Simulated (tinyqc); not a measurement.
# Resistance of a tapered via with liner, size effect and interface: several studies

A round via whose diameter grows from db at the bottom as D(z) = db + 2 z/tan(ang). The fill, of diameter D - 2 tl, starts above the bottom liner (thickness fb tl) and has rho = rho0 (1 + ks lam/(D - 2 tl)); the sidewall liner conducts in parallel with it. The bottom liner and the interface are crossed over the full area pi db^2/4. Spreading in the lines above and below is left out.

Parameters, values chosen for the exercise; fill metal close to copper:
```
symbol    value      unit                                                    meaning
db           15        nm                                     diameter at the bottom
hv           27        nm                                                     height
ang          88   degrees                                             sidewall angle
rho0       1.73   uohm cm                               bulk resistivity of the fill
lam        40.3        nm                                 mean free path of the fill
ks          1.3                                                   size-effect factor
tl          2.7        nm                                      liner on the sidewall
fb          0.5                        liner at the bottom over that on the sidewall
rl          260   uohm cm                                   resistivity of the liner
ri      8.3e-13  ohm cm^2                        interface resistivity at the bottom
Sb       1.1e15     S/m^2       ballistic conductance per area, about 3/(4 rho0 lam)
rho2       5.23   uohm cm  bulk resistivity of the second fill (close to molybdenum)
lam2       11.4        nm                                         its mean free path
tl2         0.1        nm                                                  its liner
```

Each table varies one quantity; the others keep the values above.

## Via resistance against the diameter at the bottom

Slices between z0 = fb tl and hv, evaluated at their midpoints: conductance per length pi/4 [(D - 2 tl)^2/rho + (D^2 - (D - 2 tl)^2)/rl], slice resistance = slice height over that. 2000 slices. R_fill = sum of the slices; R_bottom = rl fb tl/(pi db^2/4); R_interface = ri/(pi db^2/4); ballistic (Sharvin) limit 1/(Sb pi (db - 2 tl)^2/4); ideal cylinder rho0 hv/(pi db^2/4).

Via resistance against the diameter at the bottom:

| db (nm) | R_fill (ohm) | R_bottom (ohm) | R_interface (ohm) | R (ohm) | ballistic limit (ohm) | R over ideal cylinder | largest part |
|---|---|---|---|---|---|---|---|
| 8.3 | 391.37 | 64.873 | 1.5340 | 457.77 | 137.63 | 53.026 | fill |
| 11 | 105.27 | 36.934 | 0.87338 | 143.08 | 36.910 | 29.109 | fill |
| 16 | 22.507 | 17.457 | 0.41281 | 40.377 | 10.302 | 17.380 | fill |
| 22 | 7.1626 | 9.2336 | 0.21834 | 16.615 | 4.2005 | 13.521 | bottom liner |
| 30 | 2.6098 | 4.9656 | 0.11742 | 7.6928 | 1.9127 | 11.642 | bottom liner |
| 42 | 0.95331 | 2.5335 | 0.059909 | 3.5467 | 0.86408 | 10.520 | bottom liner |
| 58 | 0.38814 | 1.3285 | 0.031415 | 1.7481 | 0.41836 | 9.8876 | bottom liner |
| 80 | 0.16717 | 0.69829 | 0.016512 | 0.88197 | 0.20799 | 9.4911 | bottom liner |

What does the table show?

R falls from 458 to 0.882 ohm. The fill is the largest part at db = 8.3, the bottom liner from 22 on. R goes as db^(-4.13) between the first two rows and db^(-2.13) between the last two; area alone gives -2. For db = 22, 30, 42, 58, 80 the ballistic limit exceeds half of R_fill, so the diffusive model understates R.

## Via resistance against the interface resistivity at the bottom

Same model as above.

2000 slices.

The same in every row: R_fill (ohm) = 28.86; R_bottom (ohm) = 19.86; ballistic limit (ohm) = 12.56.

Results:

| ri (ohm cm^2) | R_interface (ohm) | R (ohm) | R over ideal cylinder | largest part |
|---|---|---|---|---|
| 2e-13 | 0.1132 | 48.84 | 18.48 | fill |
| 5e-13 | 0.2829 | 49.01 | 18.54 | fill |
| 1e-12 | 0.5659 | 49.29 | 18.65 | fill |
| 2e-12 | 1.132 | 49.86 | 18.86 | fill |
| 1e-11 | 5.659 | 54.39 | 20.58 | fill |
| 3e-11 | 16.98 | 65.70 | 24.86 | fill |

Estimate the missing row, ri = 6e-12 ohm cm^2.

Computed row:

| ri (ohm cm^2) | R_interface (ohm) | R (ohm) | R over ideal cylinder | largest part |
|---|---|---|---|---|
| 6e-12 | 3.395 | 52.12 | 19.72 | fill |

With this row back in the table: R rises from 48.8 to 65.7 ohm. The fill is the largest part at ri = 2e-13 and in all other rows. The share of the two bottom terms goes from 40.9 to 56.1 %.

## Two fill metals against the diameter

2000 slices. R_fill = sum of the slices; R_bottom = rl fb tl/(pi db^2/4); R_interface = ri/(pi db^2/4). The second fill has rho2, lam2 and tl2 in place of rho0, lam and tl.

Results:

| db (nm) | R, first fill (ohm) | R, second fill (ohm) | ratio second/first |
|---|---|---|---|
| 8.5 | 412.72 | 59.214 | 0.14347 |
| 17 | 33.746 | 11.432 | 0.33878 |
| 24 | 13.289 | 5.1641 | 0.38860 |
| 35 | 5.3633 | 2.2095 | 0.41196 |
| 49 | 2.5215 | 1.0545 | 0.41819 |
| 70 | 1.1694 | 0.48907 | 0.41821 |
| 100 | 0.55309 | 0.22995 | 0.41575 |

Estimate the missing row, db = 12 nm.

Computed row:

| db (nm) | R, first fill (ohm) | R, second fill (ohm) | ratio second/first |
|---|---|---|---|
| 12 | 103.72 | 25.949 | 0.25018 |

With this row back in the table: The ratio goes from 0.143 to 0.416. The second fill gives the lower R in every row.

tinyqc, about 0.01 s, one thread, Intel Xeon 2.30GHz (shared host): `OMP_NUM_THREADS=1 python tinyqc.py 2750135 2750136 out.jsonl`
